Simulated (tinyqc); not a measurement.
# Metal-interlayer-semiconductor contact, depinning against tunnelling resistance: effects of single changes

Zero bias, n-type semiconductor. Gap states at the semiconductor surface thin out as exp(-be ti), which unpins the barrier; electrons must then cross the interlayer (a rectangular barrier, no voltage drop across it) and the parabolic depleted layer, both by WKB. Energies E are counted from the Fermi level; no image force, parabolic bands.

Values chosen for this exercise; semiconductor values close to those of silicon; interlayer mass of the order of that in lanthanum oxide, offset chosen freely: temperature T = 250 K; band gap Eg = 1.14 eV; relative permittivity eps_r = 11.5; electron affinity chi = 4.15 eV; conduction-band density of states at T Nc = 2.13e19 cm^-3; tunnelling mass in the semiconductor mt = 0.197 m0; Richardson mass mA = 2.01 m0; donor density Nd = 8e18 cm^-3; charge-neutrality level above the valence band E0 = 0.37 eV; pinning factor without interlayer S0 = 0.27; metal work function phiM = 4.3 eV; interlayer thickness ti = 1.3 nm; conduction-band offset of the interlayer above the semiconductor dE = 2.02 eV; tunnelling mass in the interlayer mi = 0.29 m0; decay constant of gap states through the interlayer be = 2.7 1/nm.

Constants: q = 1.602176634e-19 C, kB = 1.380649e-23 J/K, eps0 = 8.8541878128e-12 F/m, hbar = 1.054571817e-34 J s, h = 6.62607015e-34 J s, m0 = 9.1093837015e-31 kg, Vt = kB T/q, hbar^2/(2 m0) = 0.0380998212 eV nm^2. Results are converted to the units shown.

Each table varies one quantity; the others keep the values above.

## Contact resistivity against the interlayer thickness

S = 1/(1 + (1/S0 - 1) exp(-be ti)); phiB = S (phiM - chi) + (1 - S)(Eg - E0); xi = Ec - EF deep inside, from Nd = Nc F(-xi/Vt), F(x) = (2/sqrt(pi)) int_0^infinity sqrt(u) du/(1 + exp(u - x)); band bending U = phiB - xi; E00 = (hbar/2) sqrt(Nd/(eps0 eps_r mt m0)) in volts; A = 4 pi q mA m0 kB^2/h^3. With U = phiB - xi: for xi < E < phiB, y = (E - xi)/U and G1 = (U/E00) [sqrt(1 - y) - y ln((1 + sqrt(1 - y))/sqrt(y))], G1 = 0 above phiB; G2 = 2 ti sqrt(mi max(phiB + dE - E, 0)/C), C = hbar^2/(2 m0); f = 1/(1 + exp(E/Vt)); 1/rho_c = (A T^2/Vt^2) times the integral of exp(-G1 - G2) f over E from xi upwards. Shares under 0.001 % are printed as 0; rows without band bending are left out.

The same in every row: E00/Vt = 1.62.

Contact resistivity against the interlayer thickness:

| ti (nm) | S | phiB (eV) | rho_c (ohm cm^2) | rho_c with G2 = 0 (ohm cm^2) | peak of the integrand (eV) | share above phiB (%) |
|---|---|---|---|---|---|---|
| 0 | 0.270 | 0.603 | 0.00225 | 0.00225 | 0.105 | 0 |
| 0.3 | 0.454 | 0.489 | 0.00161 | 1.25e-4 | 0.0919 | 0.00154 |
| 0.6 | 0.651 | 0.366 | 8.66e-4 | 5.84e-6 | 0.0770 | 0.0235 |
| 0.9 | 0.808 | 0.269 | 8.62e-4 | 5.46e-7 | 0.0648 | 0.202 |
| 1.2 | 0.904 | 0.209 | 0.00217 | 1.32e-7 | 0.0571 | 0.788 |
| 1.5 | 0.955 | 0.178 | 0.0110 | 6.39e-8 | 0.0531 | 1.67 |
| 1.8 | 0.979 | 0.163 | 0.0838 | 4.54e-8 | 0.0515 | 2.47 |
| 2.1 | 0.991 | 0.156 | 0.775 | 3.88e-8 | 0.0511 | 3.04 |
| 2.4 | 0.996 | 0.153 | 7.88 | 3.62e-8 | 0.0514 | 3.45 |

As ti goes from 0 to 2.4, phiB falls from 0.603 to 0.153 eV and rho_c goes from 0.00225 through a minimum of 8.62e-4 (at ti = 0.9 among the rows listed) to 7.88 ohm cm^2. At ti = 0.9 nm rho_c is 2.61 times lower than without interlayer: up to there the falling barrier gains more than tunnelling through the layer costs, beyond it the layer dominates. The ratio of rho_c to its value with G2 = 0 runs from 1.00 to 2.17e8.

## Contact resistivity against the decay constant of gap states through the interlayer

Same model as above.

The same in every row: E00/Vt = 1.62.

Contact resistivity against the decay constant of gap states through the interlayer:

| be (1/nm) | S | phiB (eV) | rho_c (ohm cm^2) | rho_c with G2 = 0 (ohm cm^2) | peak of the integrand (eV) | share above phiB (%) |
|---|---|---|---|---|---|---|
| 1 | 0.576 | 0.413 | 1.04 | 1.87e-5 | 0.0882 | 0.0135 |
| 2 | 0.833 | 0.254 | 0.0152 | 3.76e-7 | 0.0642 | 0.323 |
| 3 | 0.948 | 0.182 | 0.00246 | 7.05e-8 | 0.0532 | 1.45 |
| 4 | 0.985 | 0.159 | 0.00140 | 4.19e-8 | 0.0495 | 2.40 |
| 5 | 0.996 | 0.153 | 0.00119 | 3.62e-8 | 0.0484 | 2.78 |
| 6 | 0.999 | 0.151 | 0.00114 | 3.48e-8 | 0.0481 | 2.89 |
| 7 | 1.00 | 0.150 | 0.00113 | 3.44e-8 | 0.0480 | 2.93 |
| 8 | 1.00 | 0.150 | 0.00112 | 3.43e-8 | 0.0480 | 2.93 |

What does the table show?

As be goes from 1 to 8, phiB falls from 0.413 to 0.150 eV and rho_c falls from 1.04 to 0.00112 ohm cm^2. The ratio of rho_c to its value with G2 = 0 runs from 55300 to 32800.

Range of the model: The depletion charge would drop about 0.040 V across such an interlayer (eps_r near 25) at ti = 1.3 nm and Nd = 8e18 cm^-3, against a band bending of 0.18 V; this model leaves that drop out.

Computed by the program tinyqc: `OMP_NUM_THREADS=1 python tinyqc.py 2270058 2270059 out.jsonl`, one thread of a shared Intel Xeon 2.30GHz, about 0.02 s for the whole run.
